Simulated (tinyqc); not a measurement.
# Thermionic emission over a Gaussian spread of barriers: effect of temperature

Metal on an n-type semiconductor with one parabolic valley; V > 0 is forward bias (metal positive). Patches of barrier height b are spread as a Gaussian with mean phi - r2 V and variance sg^2 + r3 V; each carries A* T^2 exp(-b/Vt) [exp(V/Vt) - 1].

A* = 4 pi q me m0 kB^2/h^3 (times 1e-4 for A/(cm^2 K^2)). The mean of exp(-b/Vt) gives the apparent barrier phi_ap(V) = phi - r2 V - (sg^2 + r3 V)/(2 Vt), J = A* T^2 exp(-phi_ap/Vt) [exp(V/Vt) - 1], and 1/n = 1 + r2 + r3/(2 Vt). J0 = A* T^2 exp(-phi_ap(0)/Vt); the current at zero bias is centred on b = phi - sg^2/Vt.

Parameters, values chosen for the exercise; band and dielectric values those of a made-up semiconductor: electron mass me = 0.336 m0; barrier height seen from the metal phi = 1.15 eV; standard deviation of the barrier heights sg = 0.067 eV; shift of the mean barrier per volt, with its sign reversed (rho2) r2 = -0.063; change of sg^2 per volt (rho3) r3 = -0.0019 V.

Constants: q = 1.602176634e-19 C, kB = 1.380649e-23 J/K, h = 6.62607015e-34 J s, m0 = 9.1093837015e-31 kg, Vt = kB T/q. Results are converted to the units shown.

Effect of temperature:

| T (K) | phi_ap(0) (eV) | n | J0 (A/cm^2) | barrier that carries most current (eV) |
|---|---|---|---|---|
| 100 | 0.88954 | 1.2095 | 5.9632e-40 | 0.62907 |
| 140 | 0.96395 | 1.1652 | 1.5760e-29 | 0.77791 |
| 180 | 1.0053 | 1.1419 | 9.3236e-23 | 0.86060 |
| 220 | 1.0316 | 1.1275 | 4.5587e-18 | 0.91322 |
| 260 | 1.0498 | 1.1178 | 1.2207e-14 | 0.94964 |
| 300 | 1.0632 | 1.1108 | 5.0092e-12 | 0.97636 |
| 350 | 1.0756 | 1.1044 | 1.6091e-9 | 1.0012 |
| 400 | 1.0849 | 1.0996 | 1.3846e-7 | 1.0198 |

The apparent barrier rises from 0.890 to 1.08 eV and n falls from 1.21 to 1.10. A Richardson plot, ln(J0/T^2) against 1/Vt, has the slope -0.703 eV between the first two rows and -1.01 eV between the last two, against phi = 1.15 eV: the plot bends, because cold electrons seek the low patches. In 4 of the 8 rows sg exceeds 3 Vt, so the current comes from more than three deviations below the mean, a tiny share of the area that a Gaussian of independent patches describes poorly.

Computed by the program tinyqc: `OMP_NUM_THREADS=1 python tinyqc.py 2640057 2640058 out.jsonl`, one thread of a shared Intel Xeon 2.30GHz, about 0.01 s for the whole run.
